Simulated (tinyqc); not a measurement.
Deep-level transient spectroscopy (DLTS) of one majority-carrier trap: one step, computed by the program tinyqc. Command: `OMP_NUM_THREADS=1 python tinyqc.py 3014929 3014930 out.jsonl dlts walk`. One thread of a shared host (Intel(R) Xeon(R) Processor @ 2.30GHz), about 0.05 s of CPU time with the checks.

A filling pulse loads the traps in a one-sided junction; under reverse bias they empty at the rate e, and the capacitance relaxes as C(t) = C_0 - dC exp(-e t). The signal is S = [C(t_2) - C(t_1)]/dC.

Problem. Signal size and trap density. W = sqrt(2 eps eps_0 (V_b + V_r)/(e N)), C_0 = eps eps_0 area/W. The pulse goes to zero bias, W_0 = W(V_r = 0). Traps within lambda = sqrt(2 eps eps_0 (E_t - E_F)/(e^2 N)) of the depletion edge stay filled, with E_F = k_B T_p ln(N_b/N) from the band, N_b = 2 M (2 pi m k_B T_p/h^2)^(3/2) (dopants taken as fully ionised). dC = C_0 (N_t/2N) f, f = [(W - lambda)^2 - max(W_0 - lambda, 0)^2]/W^2. The simple estimate is 2 N dC/C_0.

Inputs (values chosen for the exercise, with mass and screening modelled on GaN): density-of-states mass m = 1.41 m_0; valleys M = 1; trap depth E_t = 0.665 eV; temperature T = 344 K; doping N = 1.8e+15 cm^-3; trap density N_t = 9.5e+13 cm^-3; dielectric constant eps = 9.15; built-in voltage V_b = 1.4 V; reverse bias V_r = 6.4 V; diode area = 0.0018 cm^2.

Carriers: holes. Extra term: capture barrier.

peak temperature T_p = 314.4873 K

Constants: eps_0 = 8.8541878128e-12 F/m; e = 1.602176634e-19 C; k_B = 8.617333262e-05 eV/K; m_0 = 9.1093837015e-31 kg; k_B = 1.380649e-23 J/K; h = 6.62607015e-34 J s.

Give: depletion width W; C_0; lambda; f; transient amplitude dC; simple estimate of N_t.

Solution.

depletion width W = 2.0934 micrometre

C_0 = 6.9660 pF

lambda = 0.46841 micrometre

f = 0.56260

transient amplitude dC = 103.42 fF

simple estimate of N_t = 5.3447e+13 cm^-3

The simple estimate finds 56 % of the traps. Caution: N_t is not very small against the doping, so the transient is not exactly a single exponential.
